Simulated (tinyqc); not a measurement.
What moves the plasmon: plasmons of a degenerate electron gas in the random-phase approximation.

Zero temperature, parabolic band: kF = (3 pi^2 n)^(1/3), EF = c kF^2/m, Ep^2 = 8 pi c e2 n/(m eb), qTF^2 = 6 pi e2 n/(eb EF), c = hbar^2/2m0, e2 = e^2/(4 pi eps0), n in 1/angstrom^3 (1e-24 per 1/cm^3).

Lindhard function: eps(q, E)/eb = 1 + (qTF/q)^2 (f1 + i f2) with z = q/(2 kF), u = E/(hbar vF q), hbar vF = 2 c kF/m; f1 = 1/2 + [h(z - u) + h(z + u)]/(8 z), h(x) = (1 - x^2) ln|(x + 1)/(x - 1)|; f2 = pi u/2 for z + u < 1, (pi/(8 z))(1 - (z - u)^2) for |z - u| < 1 < z + u, else 0. Pairs exist for c (q^2 - 2 q kF)/m < E < c (q^2 + 2 q kF)/m.

Constants: hbar^2/2m0 = 3.80998211 eV angstrom^2; e^2/(4 pi eps0) = 14.39964547 eV angstrom.

Parameters, chosen for this exercise (a free-electron density near that of Al; shifted at random, so the results belong to these values and not to a real crystal):
```
symbol  value     unit        meaning
n       1.76e+23  1/cm^3      electron density
m       1         m0          mass
eb      1                     background dielectric constant
qp      1.06      1/angstrom  wave vector of the plasmon
```

The plasmon is taken at qp. Each row changes one parameter from the base and keeps the others.

Results:
```
case                   Ep (eV)  plasmon at qp (eV)  qc (1/angstrom)
base                     15.58               20.12            1.286
n = 2.11e+23 1/cm^3      17.06               21.62            1.335
m = 1.15 m0              14.53               18.18            1.355
eb = 1.1                 14.85               19.65            1.240
qp = 0.742 1/angstrom    15.58               17.57            1.286
```

The largest shifts from the base row, up to three for each result and ties (the steps differ in size, so this ranks the rows, not the parameters). Ep (eV): n +1.48, m -1.05, eb -0.725; unchanged at the printed digits by qp. plasmon at qp (eV): qp -2.55, m -1.94, n +1.50. qc (1/angstrom): m +0.0695, n +0.0493, eb -0.0455; unchanged at the printed digits by qp.

(tinyqc, `OMP_NUM_THREADS=1 python tinyqc.py 1651472 1651473 out.jsonl`, Intel(R) Xeon(R) Processor @ 2.30GHz, 1 thread, shared host, about 0.01 s.)
